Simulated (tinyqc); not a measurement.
Edge bands of a zigzag ribbon: Kane-Mele model of a buckled honeycomb layer in a normal field.

Sublattices A and B lie at +/-b, so the field gives them the energies +/-D, D = e b Ez (in eV for b in angstrom and Ez in V/angstrom); 2 lam is the gap at zero field. Near the valleys tau = +/-1, for spin sz = +/-1: H = hbar v (tau qx sx + qy sy) + m sz_AB with m = D - tau sz lam, hbar v = (sqrt3/2) a t. On the lattice the spin-orbit term is the second-neighbour hopping i (lam/3 sqrt3) nu sz, nu = +/-1 by the sense of the turn. The filled band of one cone contributes tau sign(m)/2 to the Chern number, in the sense Omega = curl of i<u|grad u>. Rashba terms are left out.

Zigzag ribbon of N chains, sites A1, B1, A2, ...; k in 1/a. Bonds -2t cos(k/2) (A_n to B_n) and -t (B_n to A_(n+1)); diagonal +/-(D + 2 l2 sz sin k) on A and B; A_n to A_(n+1): -2 l2 sz sin(k/2), B_n to B_(n+1): the opposite; l2 = lam/(3 sqrt3).

Values chosen for the exercise:
```
symbol  value  unit        meaning
a       3.06   angstrom    lattice constant
t       1.08   eV          hopping
lam     0.11   eV          spin-orbit half gap
b       0.28   angstrom    half the buckling height
Ez      0.9    V/angstrom  normal field at the atoms, after screening; 0.01 is 1 MV/cm, and gates reach some 0.05
N       16                 chains
```

The two middle levels for each spin, and the weight of the upper one on the half of the ribbon that holds A1.

Middle levels (meV):
```
k/pi,"up, lower","up, upper","up, weight","down, lower","down, upper","down, weight"
0.6,-439.919,439.919,0.66,-293.598,293.598,0.58
0.7,-355.645,355.645,0.92,-157.168,157.168,0.87
0.8,-325.754,325.754,1.00,-176.851,176.851,1.00
0.9,-290.381,290.381,1.00,-212.114,212.114,1.00
1.0,-251.229,251.229,1.00,-251.229,251.229,1.00
1.1,-212.114,212.114,1.00,-290.381,290.381,1.00
1.2,-176.851,176.851,1.00,-325.754,325.754,1.00
1.3,-157.168,157.168,0.87,-355.645,355.645,0.92
1.4,-293.598,293.598,0.58,-439.919,439.919,0.66
```

What does the comparison show, and why?

From k/pi = 0.8 to 1.2 the upper level stays on one edge and the spacing of the pair is at least 353.70 meV. D > lam, so the edge bands need not cross: each leaves and rejoins the same bulk band. At k = pi the levels are -251.229 and 251.229 meV, with D = 252.000 meV and lam = 110 meV.

tinyqc: `OMP_NUM_THREADS=1 python tinyqc.py 1482712 1482713 out.jsonl`; about 0.01 s, one thread, shared Intel(R) Xeon(R) Processor @ 2.30GHz.
